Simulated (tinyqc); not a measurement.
Precursor delivery and alloy composition in metal-organic vapour-phase epitaxy: one step, computed by the program tinyqc.

Carrier gas leaves each bubbler saturated. Group-III species cross a boundary layer and react at the surface; element 2 can also desorb. The film is (1)_(1-x) (2)_x V with a zinc-blende cell.

Task: Molar flows. Temperatures in kelvin are T(C) + 273.15. Vapour pressure p_v = 10^(a - b/T); precursor flow = carrier flow x p_v/(p_b - p_v); 1 sccm = 44.615 micromol/min; V/III = hydride flow over the sum of both; gas share x_g = F2/(F1 + F2).

Inputs (values chosen for the exercise, close to those used for AlGaAs from TMAl and TMGa): source 1: a in log10(p/torr) = a - b/T = 8.22; source 1: b = 2134 K; source 1: bath temperature = 19 C; source 1: carrier flow = 38 sccm; source 2: a = 8.07; source 2: b = 1703 K; source 2: bath temperature = -10 C; source 2: carrier flow = 3.1 sccm; bubbler pressure p_b = 1000 torr; group-V hydride flow = 35 sccm.

Give: vapour pressures; molar flows; V/III ratio; gas share x_g.

Result:

vapour pressures (torr): source 1 8.233, source 2 39.66

molar flows (micromol/min): F1 14.07, F2 5.712

V/III ratio = 78.92

gas share x_g = 0.2887

The slope of F2 with the temperature of bath 2 is b ln(10)/T^2 x p_b/(p_b - p_v) = 5.9 % per kelvin. Caution: trimethylaluminium is largely a dimer in the vapour, which would double its metal flow; it is counted as a monomer here.
